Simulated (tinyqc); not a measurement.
From one set of inputs to another, one input at a time: deep-level transient spectroscopy (DLTS) of one majority-carrier trap. Computed by tinyqc, a small Python program. Command: `OMP_NUM_THREADS=1 python tinyqc.py 3007497 3007498 out.jsonl dlts ladder`. One thread of a shared host (Intel(R) Xeon(R) Processor @ 2.30GHz), about 0.1 s of CPU time with the checks.

A filling pulse loads the traps in a one-sided junction; under reverse bias they empty at the rate e, and the capacitance relaxes as C(t) = C_0 - dC exp(-e t). The signal is S = [C(t_2) - C(t_1)]/dC.

The inputs printed are set A. Inputs not listed in the table keep their values of set A, so the rows need not describe a real material.

Inputs (values chosen for the exercise, with mass and screening modelled on GaAs):

| quantity | value | unit |
|---|---|---|
| density-of-states mass m | 0.0656 | m_0 |
| valleys M | 1 | - |
| trap depth E_t | 0.337 | eV |
| cross-section sigma_0 | 6.4e-17 | cm^2 |
| degeneracy ratio g | 0.5 | - |
| gate time t_1 | 0.008 | s |
| ratio t_2/t_1 | 5 | - |
| temperature T | 156 | K |
| doping N | 4.1e+16 | cm^-3 |
| trap density N_t | 1.2e+14 | cm^-3 |
| dielectric constant eps | 13.4 | - |
| built-in voltage V_b | 1.1 | V |
| reverse bias V_r | 4.6 | V |
| diode area | 0.00051 | cm^2 |
| mean field F | 130000 | V/cm |

Carriers: electrons. Extra term: Poole-Frenkel lowering.

Constants: k_B = 8.617333262e-05 eV/K; k_B = 1.380649e-23 J/K; m_0 = 9.1093837015e-31 kg; h = 6.62607015e-34 J s; e = 1.602176634e-19 C; eps_0 = 8.8541878128e-12 F/m.

Method:
- e = g sigma v N_b exp(-E/k_B T), v = sqrt(3 k_B T/m), N_b = 2 M (2 pi m k_B T/h^2)^(3/2), sigma = sigma_0, E = E_t - dE with the one-dimensional Poole-Frenkel lowering dE = sqrt(e^3 F/(pi eps eps_0)), F being held as an input apart from the bias (the centre is charged when empty).
- S(e) = exp(-e t_1) - exp(-e t_2) peaks at the rate window e_0 = ln(t_2/t_1)/(t_2 - t_1).
- T_p solves e(T) = e_0 (bisection between 15 and 1500 K); the half-height points solve S = S_max/2 on either side.
- W = sqrt(2 eps eps_0 (V_b + V_r)/(e N)), C_0 = eps eps_0 area/W. The pulse goes to zero bias, W_0 = W(V_r = 0). Traps within lambda = sqrt(2 eps eps_0 (E_t - E_F)/(e^2 N)) of the depletion edge stay filled, with E_F = k_B T_p ln(N_b/N) from the band, N_b = 2 M (2 pi m k_B T_p/h^2)^(3/2) (dopants taken as fully ionised). dC = C_0 (N_t/2N) f, f = [(W - lambda)^2 - max(W_0 - lambda, 0)^2]/W^2. The simple estimate is 2 N dC/C_0.

Each row keeps all changes above it:

| input moved | from | to | full width (K) | C_0 (pF) | emission rate e (1/s) |
|---|---|---|---|---|---|
| set A | - | - | 30.225 | 13.335 | 5.6080e-01 |
| trap density N_t (cm^-3) | 1.2e+14 | 3.2e+12 | 30.225 | 13.335 | 5.6080e-01 |
| mean field F (V/cm) | 130000 | 19000 | 34.338 | 13.335 | 1.8075e-02 |
| gate time t_1 (s) | 0.008 | 0.0001 | 57.674 | 13.335 | 1.8075e-02 |
| density-of-states mass m (m_0) | 0.0656 | 0.502 | 44.672 | 13.335 | 1.3832e-01 |
| doping N (cm^-3) | 4.1e+16 | 1.5e+15 | 44.672 | 2.551 | 1.3832e-01 |
| trap depth E_t (eV) | 0.337 | 0.651 | 76.742 | 2.551 | 9.9246e-12 |
| cross-section sigma_0 (cm^2) | 6.4e-17 | 5e-17 | 78.881 | 2.551 | 7.7536e-12 |

Which inputs carry the difference?

Full width goes from 30.2 to 78.9, a factor 2.61 in all. The largest single move comes from trap depth E_t (a factor 1.72), and density-of-states mass m works against it (a factor 0.775). C_0 goes from 13.3 to 2.55, a factor 0.191 in all. The largest single move comes from doping N (a factor 0.191). Emission rate e goes from 0.561 to 7.75e-12, a factor 1.38e-11 in all. The largest single move comes from trap depth E_t (a factor 7.18e-11). The single moves hold for this order of the switches; the total does not depend on the order.

Extremes, crossings and ranges named in words are read from the listed rows.
